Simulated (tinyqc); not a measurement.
# Read current of a NAND string, cells in series solved by shooting: effect of the pass voltage

Cells in series, numbered from 0 at the source line (0 V) to the bit line, each followed by a gap resistance Rg. A cell with gate Vg, threshold VT, source Vs and drain Vd passes I = 2 nf K Vt^2 [F(Vs) - F(Vd)]/(1 + th max(Vg - VT, 0)), F(V) = ln^2(1 + exp((Vg - VT - nf V)/(2 nf Vt))). The selected cell has Vg = Vr, the others Vg = Vp.

For a trial current I start at 0 V and, cell by cell, solve for the drain: sqrt(F(Vd)) = sqrt(F(Vs) - I/k), k = 2 nf K Vt^2/(1 + th max(Vg - VT, 0)), Vd = [Vg - VT - 2 nf Vt ln(exp(sqrt F) - 1)]/nf, then add I Rg. The string current is the I for which the last node reaches Vbl. The apparent threshold is the Vr at which I = Is. Background: all other cells erased (VT = Ve) or all in the highest state (VT = Vh); ratio and shift are high over erased and high minus erased. The string has 32 cells and the selected one is cell 16.

Values chosen for this exercise; values of the order met in vertical NAND strings: temperature T = 300 K; gain factor of a cell K = 11 uA/V^2; slope factor nf = 2.2; mobility reduction factor th = 0.11 1/V; resistance of the gap between cells Rg = 15 kohm; bit-line voltage Vbl = 0.3 V; threshold of an erased cell Ve = -2.4 V; threshold of the highest state Vh = 4.5 V; threshold of the selected cell Vx = 1.1 V; sensing current Is = 10 nA; read voltage on the selected word line Vr = 2.17 V.

Constants: q = 1.602176634e-19 C, kB = 1.380649e-23 J/K, Vt = kB T/q. Results are converted to the units shown.

Results:
columns A: Vp (V); B: I, others erased (uA); C: I, others high (uA); D: ratio; E: apparent VT, erased (V); F: apparent VT, high (V); G: background shift (mV)
```
A         B        C       D      E      F      G
5.1  0.2248  0.02517  0.1120  1.079  1.133  53.78
5.6  0.2293  0.06316  0.2755  1.079  1.105  25.71
6.1  0.2335  0.09285  0.3977  1.079  1.095  16.45
7.1  0.2407   0.1355  0.5629  1.078  1.087  9.000
7.6  0.2440   0.1514  0.6207  1.078  1.085  7.161
8.1  0.2469   0.1648  0.6675  1.078  1.084  5.868
8.6  0.2497   0.1763  0.7061  1.078  1.083  4.915
```

Estimate the missing row, Vp = 6.6 V.

Computed row:
columns A: Vp (V); B: I, others erased (uA); C: I, others high (uA); D: ratio; E: apparent VT, erased (V); F: apparent VT, high (V); G: background shift (mV)
```
A         B       C       D      E      F      G
6.6  0.2373  0.1164  0.4905  1.079  1.090  11.79
```

With this row back in the table: As Vp goes from 5.1 to 8.6 V, the current with erased neighbours rises from 0.225 to 0.250 uA, that with high neighbours rises from 0.0252 to 0.176 uA and the ratio rises from 0.112 to 0.706. The background shift falls from 53.8 to 4.92 mV. A higher pass voltage also disturbs erased cells more, which this model leaves out.

Computed by the program tinyqc: `OMP_NUM_THREADS=1 python tinyqc.py 2142024 2142025 out.jsonl`, one thread of a shared Intel Xeon 2.30GHz, about 0.5 s for the whole run.
